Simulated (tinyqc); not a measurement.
# From energy per atom back to well depth eps

Model: pair-potential crystal by lattice sums. Computed by tinyqc, a small Python program. Command: `OMP_NUM_THREADS=1 python tinyqc.py 3001492 3001493 out.jsonl pairsum inv`. One thread of a shared host (Intel(R) Xeon(R) Processor @ 2.30GHz), about 0.07 s of CPU time with the checks.

Energy per atom E = (1/2) sum over neighbours of phi(r); d is the nearest-neighbour distance.

Inputs (values chosen for the exercise, for model atoms): pair minimum r0 = 3.8 angstrom; cut-off r_c/r0 = 2.39; stiffness alpha r0 = 6.1.

Potential: Morse. Structure: sc.

Constants: 1 eV/angstrom^3 = 160.2176634 GPa.

Method:
- phi0(r) = eps [exp(-2 alpha (r - r0)) - 2 exp(-alpha (r - r0))]; shifted-force cut-off: phi(r) = phi0(r) - phi0(r_c) - (r - r_c) phi0'(r_c) for r < r_c, zero beyond.
- Shells (distance in units of d, count): fcc 1.0000 (12), 1.4142 (6), 1.7321 (24), 2.0000 (12), 2.2361 (24), 2.4495 (8), 2.6458 (48), 2.8284 (6), 3.0000 (36), 3.1623 (24); hcp 1.0000 (12), 1.4142 (6), 1.6330 (2), 1.7321 (18), 1.9149 (12), 2.0000 (6), 2.2361 (12), 2.3805 (12), 2.4495 (6), 2.5166 (6), 2.5820 (12), 2.6458 (24), 2.7080 (6), 2.8868 (12), 3.0000 (12), 3.1091 (24), 3.1623 (12); bcc 1.0000 (8), 1.1547 (6), 1.6330 (12), 1.9149 (24), 2.0000 (8), 2.3094 (6), 2.5166 (24), 2.5820 (24), 2.8284 (24), 3.0000 (32); sc 1.0000 (6), 1.4142 (12), 1.7321 (8), 2.0000 (6), 2.2361 (24), 2.4495 (24), 2.8284 (12), 3.0000 (30), 3.1623 (24); diamond 1.0000 (4), 1.6330 (12), 1.9149 (12), 2.3094 (6), 2.5166 (12), 2.8284 (24), 3.0000 (16). Volumes per atom in d^3: fcc 0.70711, hcp 0.70711, bcc 0.76980, sc 1.00000, diamond 1.53960; hcp has the ideal c/a. Every shell inside the cut-off is summed.
- Equilibrium: dE/dd = 0 at the lowest minimum with d between 0.78 r0 and 1.45 r0; B = d^2 E''(d)/(9 Omega).
- Unrelaxed vacancy: removing an atom breaks its bonds (2|E|) and placing it on the surface returns |E|, so E_v = |E|.

Question. A run gave the result below. Find the well depth eps, known to lie between 0.044 and 0.066 eV.

energy per atom = -0.2311401 eV

Answer.

Each step takes the trial c = (a f_b - b f_a)/(f_b - f_a), f being the result less the target and a, b, c the logarithms of the listed values; c replaces end b, the old b replaces a if the sign of f changed, and otherwise f_a is halved.

Scan of the range:

| well depth eps (eV) | energy per atom (eV) |
|---|---|
| 0.0440 | -0.183743 |
| 0.0471 | -0.196688 |
| 0.0504 | -0.210469 |
| 0.0539 | -0.225085 |
| 0.0577 | -0.240954 |
| 0.0617 | -0.257658 |
| 0.0660 | -0.275614 |

False position (Illinois rule, in the logarithm of the input) inside the bracket:

| step | end a | end b | trial | energy per atom (eV) |
|---|---|---|---|---|
| 1 | 0.0539000 | 0.0577000 | 0.0553195 | -0.231013 |
| 2 | 0.0577000 | 0.0553195 | 0.0553494 | -0.231137 |
| 3 | 0.0577000 | 0.0553494 | 0.0553506 | -0.231143 |
| 4 | 0.0553494 | 0.0553506 | 0.0553500 | -0.231140 |

Energy per atom falls at every point of a 13-point scan of the range (every second point is shown), so one value fits; it is bracketed by 0.0539 and 0.0577. The scan shows a pure power law with exponent 1.000, so scaling from any one row also gives the answer directly. Answer: well depth eps = 0.05535 eV.
